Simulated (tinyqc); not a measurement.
Hall effect and magnetoresistance of several carrier groups with constant relaxation times: one step, computed by the program tinyqc.

Group 1 has charge -e and group 2 charge +e; s_i is that sign. B lies along z; mu B is formed with mu in m^2/(V s).

Question. Resistivity, Hall coefficient and magnetoresistance. rho_xx = sigma_xx/(sigma_xx^2 + sigma_xy^2); Hall coefficient R_H = sigma_xy/(B (sigma_xx^2 + sigma_xy^2)), with B in V s/cm^2 (1 T = 1e-4 V s/cm^2); magnetoresistance MR = rho_xx(B)/rho_xx(0) - 1. Apparent density 1/(e |R_H|); Hall mobility |R_H|/rho_xx.

Inputs (values chosen for the exercise, for a model conductor): magnetic field B = 1.9 T.

Carriers: electrons and holes. Densities: per volume.

sigma_xx = 5903.654 S/cm

sigma_xy = 1697.685 S/cm

sigma at B = 0 = 7117.830 S/cm

Constants: e = 1.602176634e-19 C.

Give: rho_xx; Hall coefficient R_H; magnetoresistance MR; apparent density; Hall mobility.

Answer.

rho_xx = 1.564e-04 ohm cm

Hall coefficient R_H = 0.2368 cm^3/C

magnetoresistance MR = 11.36 %

apparent density = 2.636e+19 1/cm^3

Hall mobility = 1514 cm^2/(V s)
